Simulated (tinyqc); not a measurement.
# Coupling and lever arm from microwave spectroscopy

Problem. A charge qubit absorbs at h f = sqrt(ep^2 + 4 tc^2), ep = al (V - V0). Find al, V0 and tc.

Constants: q = 1.602176634e-19 C, h = 6.62607015e-34 J s. Results are converted to the units shown.

gate voltage (mV): [0.8305, 0.863, 0.889]
resonance frequency Om/h (GHz): [4.7150790, 4.2172949, 6.8001837]

Answer. (h f)^2 is a parabola in V: its curvature gives al, its vertex V0 and 4 tc^2.

al = 0.6000 eV/V
V0 = 0.8500 mV
tc = 7.800 ueV

Program tinyqc, `OMP_NUM_THREADS=1 python tinyqc.py 2470039 2470040 out.jsonl`; Intel Xeon 2.30GHz, shared host, one thread, about 0.01 s.
